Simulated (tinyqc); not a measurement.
# Junction parameters from two forward currents

Problem. D(v) = J1 (exp(v/Vt) - 1) + J2 (exp(v/(2 Vt)) - 1). Find J1, J2 and the voltage 2 Vt ln(J2/J1) near which both parts are equal.

Inputs (values chosen for the exercise): temperature T = 358 K.

Constants: q = 1.602176634e-19 C, kB = 1.380649e-23 J/K, Vt = kB T/q. Results are converted to the units shown.

junction voltages (V): [0.25, 0.72]
currents (uA/um): [1.3772559e-6, 0.090314134]

Solution. The current is linear in J1 and J2, so two points give two equations.

J1 = 6.400e-12 uA/um
J2 = 2.400e-8 uA/um
crossover = 0.5078 V

Computed by the program tinyqc: `OMP_NUM_THREADS=1 python tinyqc.py 2182197 2182198 out.jsonl`, one thread of a shared Intel Xeon 2.30GHz, about 0.2 s for the whole run.
